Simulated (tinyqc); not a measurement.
Threshold-voltage variability of a planar MOSFET, analytic estimates: two steps of the calculation.

Three independent sources add in quadrature: random dopants in the depleted layer, metal-gate grains of two orientations, and roughness of the two gate edges acting through the roll-off VT = VT(long) - Vr exp(-L/l). These are first-order estimates: no three-dimensional electrostatics, no percolation.

Inputs (values chosen for the exercise); material values close to those of silicon:
```
symbol  value  unit                                 meaning
T         350     K                             temperature
L          32    nm                             gate length
l         5.7    nm  decay length of the threshold roll-off
Vr        1.6     V               prefactor of the roll-off
n        1.12                           subthreshold factor
Nb      65536                               number of cells
Y       0.971                                  wanted yield
```

Constants: q = 1.602176634e-19 C, kB = 1.380649e-23 J/K, Vt = kB T/q. Results are converted to the units shown.

Question 1. Margin in standard deviations for the wanted yield. Cells fail independently with probability Q(k) = erfc(k/sqrt(2))/2 when the margin is k standard deviations, and Y = exp(-Nb Q(k)). phi = exp(-k^2/2)/sqrt(2 pi). Newton steps on ln Q(k) = ln(-ln(Y)/Nb): k(new) = k + [ln Q - ln(-ln(Y)/Nb)] Q/phi.

k after iteration 1 = 5.0072007

Give: Q(k); phi; k after iteration 2.

Answer 1.

Q(k) = 2.761e-7
phi = 1.434e-6
k after iteration 2 = 4.914

Question 2. A rough gate as parallel slices. Eight equal slices in parallel have lengths L_i with mean L. Slice threshold shift: -Vr [exp(-L_i/l) - exp(-L/l)]; off current of a slice against the smooth gate: (L/L_i) exp(-shift/(n Vt)); the device has the mean.

L_i - L, slice 0 to 7 (nm): [-0.8, 1.2, -0.5, 0.3, -0.3, -0.6, 0, 0.7]

Give: shift; Ioff factor; Ioff of the device against the smooth gate.

Answer 2.

shift, slice 0 to 7 (mV): [-0.8791, 1.1076, -0.5349, 0.2991, -0.3153, -0.6476, 0.0000, 0.6742]
Ioff factor, slice 0 to 7: [1.0527, 0.93277, 1.0321, 0.98198, 1.0189, 1.0388, 1.0000, 0.95925]
Ioff of the device against the smooth gate = 1.0021

Computed by the program tinyqc: `OMP_NUM_THREADS=1 python tinyqc.py 2090174 2090175 out.jsonl`, one thread of a shared Intel Xeon 2.30GHz, about 0.01 s for the whole run.
